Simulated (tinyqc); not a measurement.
## Schottky diode by thermionic emission with image-force lowering and series resistance: soft saturation in reverse bias

Metal on an n-type semiconductor with one parabolic valley; V > 0 is forward bias (metal positive). I = I0 [exp(Vj/(n Vt)) - 1] with Vj = V - I Rs; I0 = S A* T^2 exp(-(phi - dphi)/Vt), the lowering dphi taken at zero bias.

A* = 4 pi q me m0 kB^2/h^3 (times 1e-4 for A/(cm^2 K^2)); Nc = 2 (2 pi me m0 kB T/h^2)^1.5 (times 1e-6 for cm^-3); xi = Vt ln(Nc/Nd), Vbi = phi - xi; surface field Em = sqrt(2 q Nd (Vbi - V - Vt)/(eps0 eps_r)); dphi = sqrt(q Em/(4 pi eps0 eps_r)). Here dphi follows the bias, J = -A* T^2 exp(-(phi - dphi(V))/Vt) [1 - exp(V/Vt)], without Rs.

Parameters, values chosen for the exercise; band and dielectric values close to those of 4H silicon carbide: temperature T = 300 K; electron mass me = 0.37 m0; relative permittivity eps_r = 9.53; barrier height seen from the metal phi = 0.84 eV; donor density Nd = 3e15 cm^-3.

Constants: q = 1.602176634e-19 C, kB = 1.380649e-23 J/K, h = 6.62607015e-34 J s, m0 = 9.1093837015e-31 kg, Vt = kB T/q, eps0 = 8.8541878128e-14 F/cm where lengths are in cm. Results are converted to the units shown.

Result of one run:
```
V (V)	Em (kV/cm)	dphi (meV)	J (A/cm^2)
-2	54.626	28.729	-9.4082e-8
```

What becomes of these results when the applied bias V is changed from -2 to -15 V, all else the same?

Result of the changed run:
```
V (V)	Em (kV/cm)	dphi (meV)	J (A/cm^2)
-15	133.40	44.895	-1.7582e-7
```

The whole series:
```
V (V)	Em (kV/cm)	dphi (meV)	J (A/cm^2)
-0.2	30.550	21.485	-7.1058e-8
-0.5	35.708	23.228	-7.6048e-8
-1	42.950	25.475	-8.2953e-8
-2	54.626	28.729	-9.4082e-8
-4	72.543	33.108	-1.1144e-7
-7	93.168	37.520	-1.3218e-7
-10	109.99	40.767	-1.4987e-7
-15	133.40	44.895	-1.7582e-7
```

dphi rises from 21.5 to 44.9 meV, as the square root of the field, and |J| grows by a factor of 2.47: the reverse current does not saturate. Tunnelling and generation are left out.

Range of the model: One isotropic valley is assumed; bands with several valleys have a larger Richardson constant and Nc.

Program tinyqc, `OMP_NUM_THREADS=1 python tinyqc.py 2640058 2640059 out.jsonl`; Intel Xeon 2.30GHz, shared host, one thread, about 0.01 s.
